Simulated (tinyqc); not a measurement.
# Ten-year voltage from two stress tests

Inverse problem. Lifetimes follow tau = t0 exp(B/Vd). Ten years are 3.15576e8 s. Find B, t0 and the drain voltage for ten years.

lifetimes at Vd = 4.5 and 5.1 V (s): [5.8e5, 47144.8219]

Answer. ln(tau) is linear in 1/Vd.

B = 96.00 V
t0 = 3.151e-4 s
ten-year voltage = 3.474 V

Computed by the program tinyqc: `OMP_NUM_THREADS=1 python tinyqc.py 2550071 2550072 out.jsonl`, one thread of a shared Intel Xeon 2.30GHz, about 0.01 s for the whole run.
